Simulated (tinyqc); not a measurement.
Transmission against field: band-to-band tunnelling across a p-n junction in a two-band chain.

Sites alternate A at -Eg/2 and C at +Eg/2 with hopping -t; near the edges, with k counted from the zone boundary pi/a, E^2 = (Eg/2)^2 + (t a k)^2, so t = sqrt(c Eg/m)/a gives the mass m, c = hbar^2/2m0. In the gap cosh(q a) = 1 + (Eg^2/4 - e^2)/(2 t^2), e the energy from the local mid-gap. The potential is V0 = Eg + ov on the p side (left), 0 on the n side, and falls linearly over the 2N sites of the junction, V_j = V0 (1 - j/(2N + 1)), j = 1 to 2N, site 1 being A. E = Eg/2 + x ov. A half chain that ends on a site of level e1 with neighbour e2 has g = (1 + z)/(E - e1), z = exp(-/+ i k a) the root with Im g < 0, cos(k a) = (E - e1)(E - e2)/(2 t^2) - 1. S_L = t^2 g (ending on C, shifted by V0), S_R = t^2 g (starting on A). T = 4 Im(S_L) Im(S_R) |G_(1,2N)|^2.

Constants: hbar^2/2m0 = 3.80998211 eV angstrom^2.

Inputs chosen for the exercise (gap and mass near those of Ge (direct gap); not measured data):
- Eg = 0.78 eV (gap)
- m = 0.042 m0 (mass of electron and light hole)
- a = 5 angstrom (period (two sites))
- ov = 0.28 eV (overlap: top of the valence band on the p side above the conduction edge on the n side)
- x = 0.37 (energy above the n-side conduction edge, as a share of ov)

N is varied at fixed V0 and E. WKB: exp(-2 I/F) with I = pi Eg^2/(8 t a), F = V0/((2N + 1) a/2); this is the Landau-Zener result for a uniform field.

Against N:

| N | F (MV/cm) | exponent | T, chain | T, WKB | ratio |
|---|---|---|---|---|---|
| 5 | 3.855 | 1.474 | 0.266 | 0.229 | 1.160 |
| 8 | 2.494 | 2.278 | 0.147 | 0.103 | 1.432 |
| 18 | 1.146 | 4.957 | 0.0111 | 0.00703 | 1.581 |
| 26 | 0.800 | 7.101 | 0.00119 | 0.000824 | 1.442 |
| 38 | 0.551 | 10.316 | 4.11e-05 | 3.31e-05 | 1.243 |
| 55 | 0.382 | 14.871 | 3.74e-07 | 3.48e-07 | 1.075 |
| 80 | 0.263 | 21.570 | 4.31e-10 | 4.29e-10 | 1.005 |

Give the missing row, N = 12, F (MV/cm) = 1.696.

Computed row:
```
N   F (MV/cm)  exponent  T, chain  T, WKB  ratio
12      1.696     3.349    0.0558  0.0351  1.589
```

T falls from 0.266 at 3.85 to 4.31e-10 at 0.26 MV/cm. ln T against 1/F has slope -5.788 MV/cm between the rows N = 38 and 80, against -2I = -5.681. The ratio to WKB stays between 1.01 (N = 80) and 1.59 (N = 12): the exponent decides, and the ratio holds the reflections where the field begins and ends and the lattice correction to q, which scales the exponent and so grows with N.

Run: tinyqc, `OMP_NUM_THREADS=1 python tinyqc.py 1480949 1480950 out.jsonl`; Intel(R) Xeon(R) Processor @ 2.30GHz, one thread, shared host; about 0.01 s of CPU time with all checks.
